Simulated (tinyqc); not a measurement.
One-dimensional ballistic tunnel FET, two-band WKB: one step of the calculation.

A p-type source for x < 0 with its Fermi level at 0 and its valence edge at ds; in the channel the bands fall as D exp(-x/lam) towards their flat values, with the conduction edge at Ec = ds - dP and D = dP + Eg. The gate moves dP one to one. The drain Fermi level lies at -Vd and the drain side reflects nothing. For w = E - Ec between 0 and dP an electron crosses the gap. Two-band dispersion with equal masses m: inside the gap kappa = sqrt(m u (1 - u/Eg)/C), u the distance from a band edge, C = hbar^2/(2 m0).

Question. The exponent in closed form. S(w) = 2 lam int_0^Eg kappa(u) du/(w + Eg - u) = 2 pi lam sqrt(m/(C Eg)) [w + Eg/2 - sqrt(w (w + Eg))], T(w) = exp(-S). The common triangular estimate is S = (4/3) lam sqrt(m/C) Eg^1.5/(dP + Eg) for all w.

Inputs (values chosen for the exercise); band and dielectric values close to those of germanium: band gap Eg = 0.67 eV; band-edge mass of the two-band model m = 0.05 m0; screening length of the source junction lam = 1.8 nm; tunnelling window Ev(source) - Ec(channel) dP = 0.48 eV; energy above the channel conduction edge w0 = 0.25 eV.

Constants: q = 1.602176634e-19 C, hbar = 1.054571817e-34 J s, m0 = 9.1093837015e-31 kg, hbar^2/(2 m0) = 0.0380998212 eV nm^2. Results are converted to the units shown.

Give: S(w0); T(w0); triangular S.

Answer.

S(w0) = 1.6686
T(w0) = 0.18851
triangular S = 1.3111

Range of the model: The two-band model describes a direct gap; phonon-assisted tunnelling across an indirect gap is left out.

Computed by the program tinyqc: `OMP_NUM_THREADS=1 python tinyqc.py 2620145 2620146 out.jsonl`, one thread of a shared Intel Xeon 2.30GHz, about 0.01 s for the whole run.
